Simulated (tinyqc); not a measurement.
Type-II superlattice in the two-band Kane model: one step. Electron mass along the axis.

Motion along the axis, period d = a + b, c = hbar^2/2m0. Conduction and light-hole bands couple: (E - Ec)(E - Ev) = Ep c k^2 in each layer, with mass m(E) = (E - Ev)/Ep, which may be negative. The conduction envelope psi and psi'/m(E) are continuous; a layer carries them by [[cos kt, (m/k) sin kt], [-(k/m) sin kt, cos kt]] (cosh and sinh for k^2 < 0), and cos(q d) = tr(M_B M_A)/2. C1 is the first miniband above EvB, with its bottom at tr/2 = +1 and its top at -1; the gap is the bottom of C1 less the top heavy-hole level HH1.

Constants: hbar^2/2m0 = 3.80998211 eV angstrom^2.

Values chosen for the exercise (near those of an InAs/GaSb superlattice; shifted at random, so the results belong to these values and not to a real crystal): a = 46 angstrom (layer A); b = 34 angstrom (layer B); EcA = 0 eV (conduction edge of A); EvA = -0.415 eV (valence edge of A); EcB = 0.924 eV (conduction edge of B); EvB = 0.107 eV (valence edge of B); EpA = 14.2 eV (coupling energy in A); EpB = 18 eV (coupling energy in B).

bottom of C1 = 0.224235 eV

Task: m_z = -2 c f'/d^2 with f = tr/2 differentiated at the bottom of C1 (central difference of 1e-6 eV); compare the bulk edge mass (EcA - EvA)/EpA.

Give: f'; m_z; bulk edge mass of A.

Result:

f' = -34.32 1/eV
m_z = 0.0409 m0
bulk edge mass of A = 0.0292 m0

Program tinyqc; command `OMP_NUM_THREADS=1 python tinyqc.py 1281160 1281161 out.jsonl`; about 0.05 s on one thread of a shared Intel(R) Xeon(R) Processor @ 2.30GHz.
